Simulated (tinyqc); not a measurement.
# Resistance of a source-drain extension with a graded tip: two studies

y runs along the channel, the gate covers y > 0. The doping is N0 for y < y0 and N0 10^(-(y - y0)/la) beyond, uniform over the depth xj. Sheet conductance s(y) = q mu(N) max(N - Nch, 0) xj + (for y > 0) ma Cox Vo, with mu(N) = u0 + (u1 - u0)/(1 + (N/Nr)^au) and Cox = eps0 eox/tox. Current is taken as one-dimensional; depletion of the tip, spreading and the contact are left out. The metallurgical junction lies at yj, where N = Nch.

Values chosen for this exercise; mobility law close to that of holes in silicon: relative permittivity of the gate insulator (close to zirconium oxide) eox = 24.7; insulator thickness tox = 8.1 nm; active doping of the extension far from the gate N0 = 1e20 cm^-3; lateral abruptness la = 4.4 nm/decade; position under the gate where the fall begins (gate edge at 0) y0 = -0.9 nm; depth of the extension xj = 25 nm; channel doping Nch = 4.5e17 cm^-3; spacer length Ls = 22 nm; gate overdrive Vo = 0.61 V; mobility of the gate-induced layer ma = 76 cm^2/(V s); mobility at low doping u1 = 470.5 cm^2/(V s); mobility at high doping u0 = 44.9 cm^2/(V s); reference doping Nr = 2.23e17 cm^-3; exponent au = 0.719; gate length Lg = 40 nm.

Constants: q = 1.602176634e-19 C, eps0 = 8.8541878128e-14 F/cm where lengths are in cm. Results are converted to the units shown.

Each table varies one quantity; the others keep the values above.

## Abruptness at a fixed junction position

R_spacer = integral of dy/s from -Ls to 0, R_ov from 0 to yj, R_channel = (Lg - 2 yj)/(ma Cox Vo), R_total = 2 R_spacer + 2 R_ov + R_channel. Electrical length L_eff = ma Cox dR_total/d(1/Vo); R_series = R_total - L_eff/(ma Cox Vo). y0 is moved with la so that yj stays at 9.4259 nm.

The same in every row: yj (nm) = 9.426; R_channel (ohm um) = 169.0.

Abruptness at a fixed junction position:
```
la (nm/decade)	R_spacer (ohm um)	R_ov (ohm um)	R_total (ohm um)	L_eff (nm)	R_series (ohm um)
1	11.01	11.42	213.8	22.44	34.58
2.3	11.01	20.50	232.0	24.02	40.04
3.6	11.01	29.58	250.1	25.61	45.51
4.9	11.65	38.12	268.5	27.18	51.35
6.1	14.81	44.08	286.7	28.50	59.07
7.4	21.28	48.78	309.1	29.72	71.68
8.7	30.60	52.25	334.7	30.73	89.18
10	42.39	54.89	363.5	31.56	111.4
```

What does the comparison show, and why?

As la goes from 1 to 10 nm/decade, R_total rises from 214 to 364 ohm um, R_spacer rises from 11.0 to 42.4 ohm um and R_ov rises from 11.4 to 54.9 ohm um. R_total changes on average by 16.6 ohm um for each nm/decade. L_eff exceeds the metallurgical length by 1.29 nm in the first row and 10.4 nm in the last, since the gate also controls the lightly doped tips.

## Effect of the active doping of the extension far from the gate

Same model as above.

Effect of the active doping of the extension far from the gate:
```
N0 (cm^-3)	yj (nm)	R_spacer (ohm um)	R_ov (ohm um)	R_channel (ohm um)	R_total (ohm um)	L_eff (nm)	R_series (ohm um)
2e19	6.350	46.44	30.86	218.1	372.7	32.54	112.7
3.1e19	7.188	31.95	32.50	204.7	333.6	30.97	86.23
4.7e19	7.983	22.15	33.67	192.0	303.7	29.43	68.54
7.2e19	8.798	15.06	34.56	179.0	278.2	27.83	55.89
1.1e20	9.608	10.18	35.19	166.0	256.8	26.23	47.26
1.7e20	10.44	6.754	35.64	152.8	237.5	24.57	41.25
2.6e20	11.25	4.500	35.94	139.8	220.7	22.95	37.32
4e20	12.07	2.967	36.15	126.6	204.9	21.30	34.66
```

What does the comparison show?

As N0 goes from 2e19 to 4e20, R_total falls from 373 to 205 ohm um, L_eff falls from 32.5 to 21.3 nm and R_series falls from 113 to 34.7 ohm um.

tinyqc, about 0.03 s, one thread, Intel Xeon 2.30GHz (shared host): `OMP_NUM_THREADS=1 python tinyqc.py 2282205 2282206 out.jsonl`
